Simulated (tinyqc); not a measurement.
Worked calculation: RHF in the sto-3g basis, for BeH2, spin multiplicity 1. Computed by tinyqc, a small Python program that keeps every step (integrals from PySCF). Settings: charge = 0, multiplicity = 1, basis = sto-3g, energy threshold = 1e-10, iteration cap = 84, orthogonalisation = canonical, start = Wolfsberg-Helmholz matrix, DIIS depth = 4, DIIS from iteration = 2, shift = 1.0, method = RHF. Command: `OMP_NUM_THREADS=1 python tinyqc.py 28112 28113 out.jsonl` (the two numbers bound the seeds that draw the settings). One thread of a shared host (Intel(R) Xeon(R) Processor @ 2.60GHz), about 0.07 s of CPU time with the checks. Later iterations appear only in the table of the cycle.

## One-electron integrals

Geometry (angstrom):
```
atom       x        y       z
Be    0.0000   0.0000  0.0000
H     0.0000   1.6220  0.0850
H     0.0000  -1.6270  0.0860
```

Basis sto-3g: exponents (1/bohr^2) and contraction coefficients of normalised primitives:
```
element  l (shell)  exponent  coefficient
Be           s (1)   30.1679       0.1543
Be           s (1)    5.4951       0.5353
Be           s (1)    1.4872       0.4446
Be           s (2)    1.3148      -0.1000
Be           s (2)    0.3055       0.3995
Be           s (2)    0.0994       0.7001
Be           p (3)    1.3148       0.1559
Be           p (3)    0.3055       0.6077
Be           p (3)    0.0994       0.3920
H            s (1)    3.4253       0.1543
H            s (1)    0.6239       0.5353
H            s (1)    0.1689       0.4446
```

Overlap, kinetic and nuclear-attraction integrals over the contracted functions; the nuclear repulsion is the sum of Za Zb / Rab.

nuclear repulsion = 2.765260 hartree

overlap S, lower triangle:
```
         1Be 1s  1Be 2s  1Be 2px  1Be 2py  1Be 2pz   2H 1s   3H 1s
1Be 1s   1.0000
1Be 2s   0.2595  1.0000
1Be 2px  0.0000  0.0000   1.0000
1Be 2py  0.0000  0.0000   0.0000   1.0000
1Be 2pz  0.0000  0.0000   0.0000   0.0000   1.0000
2H 1s    0.0372  0.3510   0.0000   0.4351   0.0228  1.0000
3H 1s    0.0368  0.3492   0.0000  -0.4334   0.0229  0.0106  1.0000
```

kinetic energy T (hartree), lower triangle:
```
          1Be 1s  1Be 2s  1Be 2px  1Be 2py  1Be 2pz    2H 1s   3H 1s
1Be 1s    6.6940
1Be 2s   -0.0330  0.2111
1Be 2px   0.0000  0.0000   0.6606
1Be 2py   0.0000  0.0000   0.0000   0.6606
1Be 2pz   0.0000  0.0000   0.0000   0.0000   0.6606
2H 1s    -0.0105  0.0328   0.0000   0.1105   0.0058   0.7600
3H 1s    -0.0104  0.0322   0.0000  -0.1093   0.0058  -0.0047  0.7600
```

nuclear attraction V (hartree), lower triangle:
```
           1Be 1s   1Be 2s  1Be 2px  1Be 2py  1Be 2pz    2H 1s    3H 1s
1Be 1s   -15.2117
1Be 2s    -2.0681  -2.9454
1Be 2px    0.0000   0.0000  -2.8698
1Be 2py   -0.0001  -0.0005   0.0000  -3.0402
1Be 2pz   -0.0013  -0.0122   0.0000   0.0000  -2.8703
2H 1s     -0.2952  -0.9353   0.0000  -1.1284  -0.0600  -2.6896
3H 1s     -0.2920  -0.9291   0.0000   1.1221  -0.0602  -0.0343  -2.6857
```

core Hamiltonian H = T + V (hartree), lower triangle:
```
          1Be 1s   1Be 2s  1Be 2px  1Be 2py  1Be 2pz    2H 1s    3H 1s
1Be 1s   -8.5177
1Be 2s   -2.1011  -2.7343
1Be 2px   0.0000   0.0000  -2.2092
1Be 2py  -0.0001  -0.0005   0.0000  -2.3796
1Be 2pz  -0.0013  -0.0122   0.0000   0.0000  -2.2097
2H 1s    -0.3058  -0.9026   0.0000  -1.0179  -0.0543  -1.9296
3H 1s    -0.3024  -0.8969   0.0000   1.0128  -0.0544  -0.0390  -1.9257
```

## Two-electron integrals

Functions are numbered as in S; the eight-fold symmetry (ij|kl) = (ji|kl) = (kl|ij) leaves the list below.

Two-electron integrals (ij|kl) in chemists' order, unique and non-zero (hartree):
```
(11|11) 2.2988      (21|11) 0.3920      (21|21) 0.0795      (22|11) 0.5710
(22|21) 0.1430      (22|22) 0.4177      (31|31) 0.0146      (32|31) 0.0219
(32|32) 0.0923      (33|11) 0.5696      (33|21) 0.1431      (33|22) 0.4176
(33|33) 0.4499      (41|41) 0.0146      (42|41) 0.0219      (42|42) 0.0923
(43|43) 0.0242      (44|11) 0.5696      (44|21) 0.1431      (44|22) 0.4176
(44|33) 0.4014      (44|44) 0.4499      (51|51) 0.0146      (52|51) 0.0219
(52|52) 0.0923      (53|53) 0.0242      (54|54) 0.0242      (55|11) 0.5696
(55|21) 0.1431      (55|22) 0.4176      (55|33) 0.4014      (55|44) 0.4014
(55|55) 0.4499      (61|11) 0.0555      (61|21) 0.0113      (61|22) 0.0204
(61|33) 0.0203      (61|41) 0.0010      (61|42) 0.0019      (61|44) 0.0207
(61|51) 5.18e-05    (61|52) 9.82e-05    (61|54) 2.20e-05    (61|55) 0.0203
(61|61) 0.0017      (62|11) 0.1545      (62|21) 0.0394      (62|22) 0.1280
(62|33) 0.1229      (62|41) 0.0051      (62|42) 0.0332      (62|44) 0.1380
(62|51) 2.67e-04    (62|52) 0.0017      (62|54) 0.0008      (62|55) 0.1229
(62|61) 0.0062      (62|62) 0.0621      (63|31) 0.0033      (63|32) 0.0163
(63|43) 0.0055      (63|53) 2.89e-04    (63|63) 0.0052      (64|11) 0.1733
(64|21) 0.0447      (64|22) 0.1519      (64|33) 0.1429      (64|41) 0.0082
(64|42) 0.0512      (64|44) 0.1695      (64|51) 2.53e-04    (64|52) 0.0018
(64|54) 0.0011      (64|55) 0.1430      (64|61) 0.0073      (64|62) 0.0832
(64|64) 0.1143      (65|11) 0.0091      (65|21) 0.0023      (65|22) 0.0080
(65|33) 0.0075      (65|41) 2.53e-04    (65|42) 0.0018      (65|44) 0.0083
(65|51) 0.0034      (65|52) 0.0164      (65|54) 0.0056      (65|55) 0.0081
(65|61) 3.80e-04    (65|62) 0.0044      (65|64) 0.0057      (65|65) 0.0055
(66|11) 0.3249      (66|21) 0.0842      (66|22) 0.3078      (66|33) 0.2861
(66|41) 0.0118      (66|42) 0.1023      (66|44) 0.3507      (66|51) 0.0006
(66|52) 0.0054      (66|54) 0.0034      (66|55) 0.2863      (66|61) 0.0134
(66|62) 0.1957      (66|64) 0.2765      (66|65) 0.0145      (66|66) 0.7746
(71|11) 0.0549      (71|21) 0.0111      (71|22) 0.0202      (71|33) 0.0201
(71|41) -0.0010     (71|42) -0.0019     (71|44) 0.0205      (71|51) 5.17e-05
(71|52) 9.80e-05    (71|54) -2.19e-05   (71|55) 0.0201      (71|61) 0.0015
(71|62) 0.0052      (71|64) 0.0057      (71|65) 3.22e-04    (71|66) 0.0110
(71|71) 0.0016      (72|11) 0.1534      (72|21) 0.0391      (72|22) 0.1272
(72|33) 0.1221      (72|41) -0.0051     (72|42) -0.0330     (72|44) 0.1371
(72|51) 2.68e-04    (72|52) 0.0017      (72|54) -0.0008     (72|55) 0.1221
(72|61) 0.0052      (72|62) 0.0298      (72|64) 0.0329      (72|65) 0.0021
(72|66) 0.0687      (72|71) 0.0061      (72|72) 0.0614      (73|31) 0.0033
(73|32) 0.0161      (73|43) -0.0055     (73|53) 2.90e-04    (73|63) 0.0019
(73|73) 0.0051      (74|11) -0.1723     (74|21) -0.0444     (74|22) -0.1511
(74|33) -0.1422     (74|41) 0.0081      (74|42) 0.0509      (74|44) -0.1686
(74|51) -2.53e-04   (74|52) -0.0018     (74|54) 0.0011      (74|55) -0.1422
(74|61) -0.0057     (74|62) -0.0330     (74|64) -0.0357     (74|65) -0.0023
(74|66) -0.0761     (74|71) -0.0071     (74|72) -0.0824     (74|74) 0.1132
(75|11) 0.0091      (75|21) 0.0023      (75|22) 0.0080      (75|33) 0.0075
(75|41) -2.53e-04   (75|42) -0.0018     (75|44) 0.0083      (75|51) 0.0033
(75|52) 0.0162      (75|54) -0.0055     (75|55) 0.0081      (75|61) 3.26e-04
(75|62) 0.0021      (75|64) 0.0023      (75|65) 0.0020      (75|66) 0.0049
(75|71) 3.77e-04    (75|72) 0.0044      (75|74) -0.0057     (75|75) 0.0054
(76|11) 0.0066      (76|21) 0.0016      (76|22) 0.0046      (76|33) 0.0046
(76|41) -4.11e-07   (76|42) -2.69e-06   (76|44) 0.0047      (76|51) 2.40e-05
(76|52) 1.20e-04    (76|54) -1.30e-07   (76|55) 0.0046      (76|61) 2.32e-04
(76|62) 0.0014      (76|64) 0.0017      (76|65) 1.12e-04    (76|66) 0.0036
(76|71) 2.30e-04    (76|72) 0.0014      (76|74) -0.0017     (76|75) 1.12e-04
(76|76) 5.16e-05    (77|11) 0.3239      (77|21) 0.0839      (77|22) 0.3071
(77|33) 0.2855      (77|41) -0.0118     (77|42) -0.1020     (77|44) 0.3498
(77|51) 0.0006      (77|52) 0.0054      (77|54) -0.0034     (77|55) 0.2857
(77|61) 0.0110      (77|62) 0.0690      (77|64) 0.0763      (77|65) 0.0049
(77|66) 0.1629      (77|71) 0.0132      (77|72) 0.1945      (77|74) -0.2751
(77|75) 0.0145      (77|76) 0.0036      (77|77) 0.7746
```

## Orthogonalisation

S = U s U^T; canonical form X = U s^(-1/2), so that X^T S X = 1. Each column of U has its largest component positive (the first on a tie).

eigenvalues of S: 0.3805  0.4647  0.9545  1.0000  1.0049  1.5865  1.6089

X:
```
               1        2        3       4        5        6        7
1Be 1s   -0.0049  -0.4227   0.8626  0.0000  -0.2758   0.2861   0.0153
1Be 2s    0.0157   1.0580  -0.0613  0.0000  -0.0343   0.5464   0.0299
1Be 2px   0.0000   0.0000   0.0000  1.0000   0.0000   0.0000   0.0000
1Be 2py   1.1413  -0.0139  -0.0003  0.0000   0.0003  -0.0310   0.5590
1Be 2pz   0.0006   0.0557   0.3169  0.0000   0.9471   0.0274   0.0014
2H 1s    -0.8241  -0.6423  -0.3151  0.0000   0.1018   0.3300   0.4112
3H 1s     0.8040  -0.6620  -0.3164  0.0000   0.1022   0.3733  -0.3726
```

## Starting guess

The start is the generalised Wolfsberg-Helmholz matrix (K = 1.75) built on H; D = 2 C_occ C_occ^T.

D at the start, lower triangle:
```
          1Be 1s   1Be 2s  1Be 2px  1Be 2py  1Be 2pz   2H 1s   3H 1s
1Be 1s    2.0417
1Be 2s   -0.1745   0.8259
1Be 2px   0.0000   0.0000   0.0000
1Be 2py   0.0005  -0.0020   0.0000   0.8641
1Be 2pz  -0.0174   0.0499   0.0000  -0.0003   0.0030
2H 1s    -0.1995   0.4801   0.0000   0.4205   0.0292  0.4896
3H 1s    -0.1993   0.4805   0.0000  -0.4208   0.0294  0.0793  0.4882
```

## Iteration 1: building the Fock matrix

J_ij = sum D_kl (ij|kl), K_ij = sum D_kl (ik|jl); F = H + J - 0.5 K; E = tr D H + tr D J / 2 - 0.25 tr D K + E_nn.

Coulomb J (hartree), lower triangle:
```
         1Be 1s  1Be 2s  1Be 2px  1Be 2py  1Be 2pz   2H 1s   3H 1s
1Be 1s   6.3838
1Be 2s   1.2389  2.6089
1Be 2px  0.0000  0.0000   2.5460
1Be 2py  0.0001  0.0003   0.0000   2.7243
1Be 2pz  0.0036  0.0220   0.0000   0.0000   2.5466
2H 1s    0.1768  0.8386   0.0000   1.0164   0.0556  2.1933
3H 1s    0.1748  0.8332   0.0000  -1.0108   0.0557  0.0297  2.1884
```

exchange K (hartree), lower triangle:
```
          1Be 1s  1Be 2s  1Be 2px  1Be 2py  1Be 2pz   2H 1s   3H 1s
1Be 1s    4.6159
1Be 2s    0.8280  0.8722
1Be 2px   0.0000  0.0000   0.1625
1Be 2py   0.0000  0.0003   0.0000   0.9689
1Be 2pz  -0.0012  0.0458   0.0000  -0.0001   0.1653
2H 1s     0.1171  0.5039   0.0000   0.5824   0.0335  0.9470
3H 1s     0.1158  0.5018   0.0000  -0.5800   0.0337  0.0124  0.9432
```

Fock matrix F (hartree), lower triangle:
```
          1Be 1s   1Be 2s  1Be 2px  1Be 2py  1Be 2pz    2H 1s    3H 1s
1Be 1s   -4.4419
1Be 2s   -1.2762  -0.5614
1Be 2px   0.0000   0.0000   0.2555
1Be 2py   0.0000  -0.0004   0.0000  -0.1398
1Be 2pz   0.0029  -0.0131   0.0000   0.0001   0.2542
2H 1s    -0.1875  -0.3159   0.0000  -0.2926  -0.0155  -0.2098
3H 1s    -0.1854  -0.3146   0.0000   0.2919  -0.0156  -0.0155  -0.2088
```

total energy of this density = -15.453144 hartree

## Iteration 1: diagonalisation and new density

A level shift of 1 hartree raises the virtual space: F + shift (S - S D(s) S), with D(s) the density of one spin (D/2). Diagonalise F' = X^T F X, C = X C', fill 3 alpha and 3 beta electrons from the bottom; D = 2 C_occ C_occ^T. Each column has its largest component positive (the first on a tie).

F' = X^T F X (hartree), lower triangle:
```
         1        2        3       4       5        6        7
1   1.6397
2  -0.0040   1.1524
3   0.0081   0.9030  -2.8638
4   0.0000   0.0000   0.0000  1.2555
5  -0.0025  -0.2924   1.4004  0.0000  0.7783
6   0.0055   0.2985  -1.5760  0.0000  0.5360  -1.3032
7  -0.0475   0.0175  -0.0855  0.0000  0.0291  -0.0521  -0.3557
```

orbital energies (hartree): MO1 -4.4456, MO2 -0.3934, MO3 -0.3540, MO4 1.2525, MO5 1.2555, MO6 1.3473, MO7 1.6409

coefficients C:
```
             MO1      MO2      MO3      MO4     MO5      MO6      MO7
1Be 1s    0.9903  -0.2135   0.0017   0.0496  0.0000  -0.2287  -0.0014
1Be 2s    0.0375   0.6228  -0.0056  -0.1980  0.0000   0.9976   0.0075
1Be 2px   0.0000   0.0000   0.0000   0.0000  1.0000   0.0000   0.0000
1Be 2py   0.0000   0.0041   0.5871   0.0006  0.0000  -0.0046   1.1276
1Be 2pz  -0.0003   0.0317  -0.0004   0.9806  0.0000   0.1969   0.0004
2H 1s    -0.0072   0.3922   0.3700   0.0981  0.0000  -0.7020  -0.8283
3H 1s    -0.0072   0.3862  -0.3757   0.0988  0.0000  -0.7096   0.8182
```

D after iteration 1, lower triangle:
```
          1Be 1s   1Be 2s  1Be 2px  1Be 2py  1Be 2pz   2H 1s   3H 1s
1Be 1s    2.0524
1Be 2s   -0.1916   0.7787
1Be 2px   0.0000   0.0000   0.0000
1Be 2py   0.0003  -0.0014   0.0000   0.6893
1Be 2pz  -0.0142   0.0395   0.0000  -0.0002   0.0020
2H 1s    -0.1805   0.4838   0.0000   0.4376   0.0246  0.5814
3H 1s    -0.1804   0.4847   0.0000  -0.4380   0.0248  0.0250  0.5808
```

## Iteration 2: building the Fock matrix

As before.

Coulomb J (hartree), lower triangle:
```
         1Be 1s  1Be 2s  1Be 2px  1Be 2py  1Be 2pz   2H 1s   3H 1s
1Be 1s   6.3455
1Be 2s   1.2284  2.5871
1Be 2px  0.0000  0.0000   2.5223
1Be 2py  0.0001  0.0004   0.0000   2.7061
1Be 2pz  0.0033  0.0210   0.0000   0.0000   2.5229
2H 1s    0.1753  0.8380   0.0000   1.0186   0.0555  2.2186
3H 1s    0.1733  0.8326   0.0000  -1.0131   0.0556  0.0295  2.2142
```

exchange K (hartree), lower triangle:
```
          1Be 1s  1Be 2s  1Be 2px  1Be 2py  1Be 2pz   2H 1s   3H 1s
1Be 1s    4.6255
1Be 2s    0.8180  0.8476
1Be 2px   0.0000  0.0000   0.1549
1Be 2py   0.0000  0.0005   0.0000   0.9231
1Be 2pz  -0.0009  0.0406   0.0000  -0.0001   0.1572
2H 1s     0.1192  0.5082   0.0000   0.5897   0.0318  1.0059
3H 1s     0.1178  0.5062   0.0000  -0.5874   0.0319  0.0073  1.0029
```

Fock matrix F (hartree), lower triangle:
```
          1Be 1s   1Be 2s  1Be 2px  1Be 2py  1Be 2pz    2H 1s    3H 1s
1Be 1s   -4.4849
1Be 2s   -1.2818  -0.5710
1Be 2px   0.0000   0.0000   0.2357
1Be 2py   0.0000  -0.0004   0.0000  -0.1351
1Be 2pz   0.0024  -0.0114   0.0000   0.0000   0.2346
2H 1s    -0.1900  -0.3187   0.0000  -0.2941  -0.0146  -0.2140
3H 1s    -0.1880  -0.3174   0.0000   0.2934  -0.0147  -0.0131  -0.2129
```

total energy of this density = -15.483226 hartree

## Iteration 2: diagonalisation and new density

As before.

F' = X^T F X (hartree), lower triangle:
```
         1        2        3       4       5        6        7
1   1.6497
2  -0.0044   1.1419
3   0.0084   0.9218  -2.8961
4   0.0000   0.0000   0.0000  1.2357
5  -0.0026  -0.2975   1.3998  0.0000  0.7604
6   0.0017   0.3227  -1.5823  0.0000  0.5447  -1.3163
7   0.0224   0.0177  -0.0859  0.0000  0.0296  -0.0523  -0.3646
```

orbital energies (hartree): MO1 -4.4885, MO2 -0.4004, MO3 -0.3620, MO4 1.2331, MO5 1.2357, MO6 1.3429, MO7 1.6500

coefficients C:
```
             MO1      MO2      MO3      MO4     MO5      MO6      MO7
1Be 1s    0.9913  -0.2111   0.0018   0.0436  0.0000  -0.2275  -0.0012
1Be 2s    0.0331   0.6157  -0.0060  -0.1764  0.0000   1.0062   0.0068
1Be 2px   0.0000   0.0000   0.0000   0.0000  1.0000   0.0000   0.0000
1Be 2py   0.0000   0.0045   0.5472   0.0005  0.0000  -0.0041   1.1475
1Be 2pz  -0.0003   0.0265  -0.0004   0.9843  0.0000   0.1782   0.0003
2H 1s    -0.0047   0.3978   0.3981   0.0860  0.0000  -0.7015  -0.8142
3H 1s    -0.0047   0.3908  -0.4049   0.0865  0.0000  -0.7077   0.8051
```

D after iteration 2, lower triangle:
```
          1Be 1s   1Be 2s  1Be 2px  1Be 2py  1Be 2pz    2H 1s   3H 1s
1Be 1s    2.0547
1Be 2s   -0.1945   0.7605
1Be 2px   0.0000   0.0000   0.0000
1Be 2py   0.0001  -0.0011   0.0000   0.5988
1Be 2pz  -0.0118   0.0327   0.0000  -0.0002   0.0014
2H 1s    -0.1759   0.4848   0.0000   0.4392   0.0208   0.6335
3H 1s    -0.1758   0.4859   0.0000  -0.4396   0.0210  -0.0113  0.6334
```

## Iteration 21 (converged): orbitals

converged F (hartree), lower triangle:
```
          1Be 1s   1Be 2s  1Be 2px  1Be 2py  1Be 2pz    2H 1s    3H 1s
1Be 1s   -4.5340
1Be 2s   -1.2904  -0.5864
1Be 2px   0.0000   0.0000   0.2134
1Be 2py   0.0000  -0.0006   0.0000  -0.1251
1Be 2pz   0.0012  -0.0080   0.0000   0.0000   0.2129
2H 1s    -0.1916  -0.3214   0.0000  -0.2932  -0.0118  -0.2176
3H 1s    -0.1895  -0.3199   0.0000   0.2924  -0.0119  -0.0094  -0.2162
```

Diagonalise F' = X^T F X, C = X C', fill 3 alpha and 3 beta electrons from the bottom; D = 2 C_occ C_occ^T. Each column has its largest component positive (the first on a tie).

F' = X^T F X (hartree), lower triangle:
```
         1        2        3       4        5        6        7
1   0.6501
2  -0.0044   0.1714
3   0.0069   0.7453  -3.0750
4   0.0000   0.0000   0.0000  0.2134
5  -0.0021  -0.2378   1.1104  0.0000  -0.1624
6  -0.0002   0.3381  -1.5934  0.0000   0.5512  -1.3303
7   0.0573   0.0176  -0.0866  0.0000   0.0299  -0.0532  -0.3634
```

orbital energies (hartree): MO1 -4.5373, MO2 -0.4080, MO3 -0.3637, MO4 0.2115, MO5 0.2134, MO6 0.3345, MO7 0.6534

coefficients C:
```
             MO1      MO2      MO3      MO4     MO5      MO6      MO7
1Be 1s    0.9919  -0.2111   0.0022   0.0351  0.0000  -0.2265  -0.0009
1Be 2s    0.0308   0.6191  -0.0070  -0.1458  0.0000   1.0091   0.0058
1Be 2px   0.0000   0.0000   0.0000   0.0000  1.0000   0.0000   0.0000
1Be 2py   0.0000   0.0053   0.4946   0.0004  0.0000  -0.0034   1.1711
1Be 2pz  -0.0001   0.0116  -0.0002   0.9881  0.0000   0.1575   0.0002
2H 1s    -0.0038   0.3971   0.4333   0.0774  0.0000  -0.7045  -0.7947
3H 1s    -0.0038   0.3878  -0.4422   0.0777  0.0000  -0.7088   0.7866
```

D after iteration 21, lower triangle:
```
          1Be 1s   1Be 2s  1Be 2px  1Be 2py  1Be 2pz    2H 1s   3H 1s
1Be 1s    2.0569
1Be 2s   -0.2003   0.7684
1Be 2px   0.0000   0.0000   0.0000
1Be 2py   0.0000  -0.0005   0.0000   0.4894
1Be 2pz  -0.0050   0.0144   0.0000  -0.0001   0.0003
2H 1s    -0.1734   0.4853   0.0000   0.4328   0.0090   0.6908
3H 1s    -0.1733   0.4862   0.0000  -0.4334   0.0092  -0.0751  0.6920
```

## Convergence

Stop when the energy changes by less than 1e-10 hartree and every element of the error matrix X^T (F D S - S D F) X is below 3e-06.

Course of the cycle:
```
iteration  E (hartree)     change  largest element of the error matrix
1           -15.453144          -                             2.52e-01
2           -15.483226  -3.01e-02                             1.41e-01
3           -15.491522  -8.30e-03                             7.83e-02
4           -15.494206  -2.68e-03                             4.06e-02
5           -15.494988  -7.82e-04                             1.97e-02
6           -15.495180  -1.92e-04                             9.73e-03
7           -15.495232  -5.19e-05                             4.85e-03
8           -15.495247  -1.53e-05                             2.40e-03
9           -15.495252  -4.47e-06                             1.20e-03
10          -15.495253  -1.38e-06                             5.87e-04
11          -15.495253  -4.35e-07                             3.33e-04
12          -15.495254  -1.47e-07                             2.08e-04
13          -15.495254  -5.11e-08                             1.30e-04
14          -15.495254  -1.82e-08                             8.05e-05
15          -15.495254  -6.67e-09                             4.97e-05
16          -15.495254  -2.48e-09                             3.07e-05
17          -15.495254  -9.34e-10                             1.90e-05
18          -15.495254  -3.52e-10                             1.18e-05
19          -15.495254  -1.33e-10                             7.27e-06
20          -15.495254  -5.06e-11                             4.49e-06
21          -15.495254  -1.93e-11                             2.77e-06
```

PySCF RHF in the same basis = -15.495254 hartree

Converged in 21 iterations.

## Populations, bond orders and dipole

Mulliken: Z minus the diagonal of D S on the atom; Loewdin: the same with S^(1/2) D S^(1/2); Mayer order: 2 sum_s sum (D(s) S)_ij (D(s) S)_ji over the two atoms.

Charges (e):
```
atom  Mulliken  Loewdin
1Be     0.0851   0.0736
2H     -0.0425  -0.0367
3H     -0.0426  -0.0369
```

Mayer bond orders:
```
pair   order
2-1   0.9897
3-1   0.9897
3-2   0.0085
```

dipole moment about the origin, x y z (debye): 0.0000  0.0021  -0.2370
